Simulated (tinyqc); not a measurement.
Inside a calculation. Method: CIS and TDHF on RHF in the 6-31g basis, for He, spin multiplicity 1. One step of it, computed by the program tinyqc.

Question. CIS matrix, singlets. A(ia,jb) = (e_a - e_i) d_ij d_ab + 2 (ia|jb) - (ij|ab).

orbital energies (hartree): [-0.914127, 1.399859]

Two-electron integrals over orbitals (pq|rs), unique and non-zero (hartree):
```
(11|11) 1.026907    (21|11) -0.316490   (21|21) 0.227670    (22|11) 0.858133
(22|21) -0.255554   (22|22) 0.766363
```

Give: CIS matrix A, singlet.

Answer.

CIS matrix A, singlet (hartree), order 1>2:
```
[[1.9112]]
```
